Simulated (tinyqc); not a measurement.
Inside a calculation: bond-orbital model of a tetrahedral semiconductor (Harrison's universal couplings). Values are carried at full precision from step to step, so a last printed digit may differ when a step is redone from the rounded ones.

Hybrid level eh = (es + 3 ep)/4; metallic energy V1 = (ep - es)/4 for each atom; covalent energy V2 = 3.22 hbar^2/(m d^2); polar energy V3 = (ehc - eha)/2; hbar^2/m = 2c, c = hbar^2/2m0. Polarity ap = V3/sqrt(V2^2 + V3^2), covalency ac = V2/sqrt(V2^2 + V3^2). p-p coupling at Gamma Exx = (4/3)(2.22 - 2 x 0.63) hbar^2/(m d^2) = 1.28 hbar^2/(m d^2), s-s coupling Ess = 4 x 1.32 hbar^2/(m d^2).

Constants: hbar^2/2m0 = 3.80998211 eV angstrom^2.

Parameters, chosen for this exercise (near tabulated values for GaN; the model gives trends, and its gaps can be far from the real ones; not measured data): esc = -11.54 eV (s level, cation); epc = -5.65 eV (p level, cation); esa = -26.48 eV (s level, anion); epa = -13.67 eV (p level, anion); d = 1.95 angstrom (bond length); Z = 5 (valence electrons of the anion).

## The three energies

Form the hybrid levels, V1, V2 and V3.

hbar^2/(m d^2) = 2.0039 eV

hybrid levels (eV): cation -7.1225, anion -16.8725

V1 (eV): cation 1.4725, anion 3.2025

V2, V3 (eV): 6.4527  4.8750

## Bond and antibond

The 2 x 2 problem [[ehc, -V2], [-V2, eha]] gives (ehc + eha)/2 -/+ sqrt(V2^2 + V3^2); ap = V3/sqrt(V2^2 + V3^2), ac = V2/sqrt(V2^2 + V3^2); the bond has weight (1 + ap)/2 on the anion.

levels (eV): bond -20.0847, antibond -3.9103

ap = 0.6028
ac = 0.7979
weight on the anion = 0.8014

## Charges

With dZ = Z - 4: effective charge Z* = 4 ap - dZ (positive on the cation); transverse charge eT* = Z* + (8/3) ap ac^2.

Z* = 1.411 e
eT* = 2.435 e

Charge that flows along the bonds as they stretch adds 1.02 e to the static value.

## Metallicity and a gap from the bond picture

Neighbouring bonds couple through V1: averaged V1b = V1c (1 - ap)/2 + V1a (1 + ap)/2 for the bond band and V1x = V1c (1 + ap)/2 + V1a (1 - ap)/2 for the antibond band. The top of the bond band lies V1b above the bond level and the bottom of the antibond band 3 V1x below the antibond level, so the gap is 2 sqrt(V2^2 + V3^2) - V1b - 3 V1x; metallicity am = (V1b + 3 V1x)/(2 sqrt(V2^2 + V3^2)).

V1b, V1x (eV): 2.8589  1.8161

gap = 7.867 eV
am = 0.514

The gap closes where am reaches one. The model gives trends; its gap can miss the real one by a factor of two to five, most in ratio for narrow gaps and most in eV for first-row compounds.

## Band edges at Gamma

Ev is the lower root of [[epa, Exx], [Exx, epc]] and the s-like conduction level the upper root of [[esa, Ess], [Ess, esc]], with Exx = 1.28 u and Ess = 5.28 u, u = hbar^2/(m d^2).

Exx, Ess (eV): 2.5650  10.5808

Ev = -14.420 eV
s-like conduction level = -6.058 eV
E0 gap = 8.362 eV

Universal couplings give the trend of E0 from compound to compound, not its value; it can miss by several eV and by a factor of two or more, and spin-orbit coupling is left out.

## Checks

- Bond level from the formula against the 2 x 2 matrix: both -20.0847.

(tinyqc, `OMP_NUM_THREADS=1 python tinyqc.py 1480683 1480684 out.jsonl`, Intel(R) Xeon(R) Processor @ 2.30GHz, 1 thread, shared host, about 0.01 s.)
